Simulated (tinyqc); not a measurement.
Estimate of lattice thermal conductivity from elastic moduli (Slack, Klemens and Cahill formulas): one step, computed by the program tinyqc.

An isotropic solid.

Problem. Point defects and grains. High-temperature forms with the classical heat capacity. Klemens: kappa/kappa_0 = arctan(u)/u, u^2 = pi^2 Theta V Gamma kappa_0/(h v_m^2). Grains: 1/kappa_poly = 1/kappa + 1/(C v_m d/3), C = 3 k_B/(n V), the acoustic branches alone.

Inputs (values chosen for the exercise, for a model crystal):
```
quantity                      value        unit
volume per atom V              24.9  angstrom^3
atoms per primitive cell n        4           -
temperature T                   900           K
disorder parameter Gamma    0.00023           -
grain size d                    360          nm
```

Grueneisen parameter: from the Poisson ratio.

kappa of the perfect crystal = 103.0686 W/(m K)

Debye temperature Theta = 849.1516 K

v_m = 8328.660 m/s

Constants: h = 6.62607015e-34 J s; k_B = 1.380649e-23 J/K.

Give: disorder scale u; kappa with point defects; grain-boundary limit; kappa of the polycrystal.

Solution.

disorder scale u = 0.32807

kappa with point defects = 99.593 W/(m K)

grain-boundary limit = 415.62 W/(m K)

kappa of the polycrystal = 80.341 W/(m K)

For small u the loss is about u^2/3 = 0.036. Grains remove a further 19 %.
